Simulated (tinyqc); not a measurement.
Worked calculation: tight binding, dimerised chain. One step of it, computed by the program tinyqc.

Problem. Open chain of 4 cells. The same hoppings without the wrap-around bond.

H of the open chain (eV), lower triangle:
```
,1,2,3,4,5,6,7,8
1,0.000000
2,-1.180000,0.000000
3,0.000000,-0.990000,0.000000
4,0.000000,0.000000,-1.180000,0.000000
5,0.000000,0.000000,0.000000,-0.990000,0.000000
6,0.000000,0.000000,0.000000,0.000000,-1.180000,0.000000
7,0.000000,0.000000,0.000000,0.000000,0.000000,-0.990000,0.000000
8,0.000000,0.000000,0.000000,0.000000,0.000000,0.000000,-1.180000,0.000000
```

Give: levels; weights of the highest filled level on the sites.

Solution.

levels (eV): -2.043  -1.678  -1.127  -0.502  0.502  1.127  1.678  2.043

weights of the highest filled level on the sites: 0.183  0.033  0.175  0.109  0.109  0.175  0.033  0.183

The bulk gap runs from -0.1900 to 0.1900 eV; no level of this chain lies inside it.
